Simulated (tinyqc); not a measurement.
The size of the error: propagation of a band-gap error through k.p and effective-mass formulas.

Chain, for a gap E (the reference Eg or another value), with Ep and Dso kept: 1/me = 1 + Ep (E + 2 Dso/3)/(E (E + Dso)); g* = 2 - 2 Ep Dso/(3 E (E + Dso)); g1(E) = g1 + (Ep/3)(1/E - 1/Eg), g2(E) = g2 + (Ep/6)(1/E - 1/Eg), light hole 1/(g1 + 2 g2), heavy hole 1/(g1 - 2 g2) along [100]; optical constant ei(E) = 1 + (ei - 1)(EP/(EP + E - Eg))^2, static e0(E) = ei(E) + e0 - ei.

Donor: R = Ry me/e0^2, a_B = a0 e0/me, Mott density (0.26/a_B)^3. Nc, Nv = 2 (m kT/(4 pi c))^(3/2), c = hbar^2/2m0, ni = sqrt(Nc Nv) exp(-E/2kT). Exciton: Ry mu/e0^2 with 1/mu = 1/me + g1(E). 1 angstrom^-3 = 1e24 cm^-3.

Constants: Ry = 13.60569312 eV; a0 (Bohr radius) = 0.5291772105 angstrom; kB = 8.617333262e-05 eV/K; hbar^2/2m0 = 3.80998211 eV angstrom^2.

Inputs chosen for the exercise (reference values near those of GaAs, gap at low temperature; shifted at random, so the results belong to these values and not to a real crystal):

| symbol | value | unit | meaning |
|---|---|---|---|
| Eg | 1.49 | eV | gap at Gamma to the s-like level |
| Dso | 0.338 | eV | spin-orbit splitting |
| Ep | 26 | eV | Kane energy |
| g1 | 6.98 |  | Luttinger gamma1 |
| g2 | 2.07 |  | gamma2 |
| e0 | 12.9 |  | static dielectric constant |
| ei | 10.91 |  | optical dielectric constant |
| EP | 5.06 | eV | mean (Penn) gap |
| mh | 0.62 | m0 | density-of-states mass of the holes |
| T | 77 | K | temperature |

E = f Eg; ratios against f = 1.

Results:

| f | E (eV) | me ratio | light-hole ratio | e0 ratio | donor ratio | Mott ratio | g* | log10 ni ratio |
|---|---|---|---|---|---|---|---|---|
| 0.25 | 0.372 | 0.291 | 0.242 | 1.497 | 0.130 | 0.00733 | -20.136 | 36.17 |
| 0.40 | 0.596 | 0.441 | 0.389 | 1.365 | 0.237 | 0.0338 | -8.525 | 28.99 |
| 0.60 | 0.894 | 0.634 | 0.589 | 1.219 | 0.426 | 0.140 | -3.319 | 19.36 |
| 0.80 | 1.192 | 0.819 | 0.793 | 1.099 | 0.678 | 0.414 | -1.212 | 9.69 |
| 1.00 | 1.490 | 1.000 | 1.000 | 1.000 | 1.000 | 1.00 | -0.151 | 0.00 |
| 1.20 | 1.788 | 1.176 | 1.211 | 0.917 | 1.399 | 2.11 | 0.459 | -9.70 |
| 1.50 | 2.235 | 1.433 | 1.535 | 0.815 | 2.155 | 5.43 | 0.981 | -24.26 |
| 2.00 | 2.980 | 1.843 | 2.097 | 0.690 | 3.868 | 19.0 | 1.407 | -48.56 |

Between f = 0.8 and 1.2 the mean powers d ln(ratio)/d ln f are 0.89 for me, 1.05 for the light hole, -0.45 for e0, 1.79 for the donor energy and 4.02 for the Mott density; ni moves by -3.25 decades per 0.1 eV, against -0.1 eV/(2 kT ln 10) = -3.27 from the exponential alone, the rest coming from Nc through me^(3/4). g* changes sign between f = 1.00 and 1.20; the place of this zero hangs on remote bands, which are left out.

Run: tinyqc, `OMP_NUM_THREADS=1 python tinyqc.py 1881093 1881094 out.jsonl`; Intel(R) Xeon(R) Processor @ 2.30GHz, one thread, shared host; about 0.01 s of CPU time with all checks.
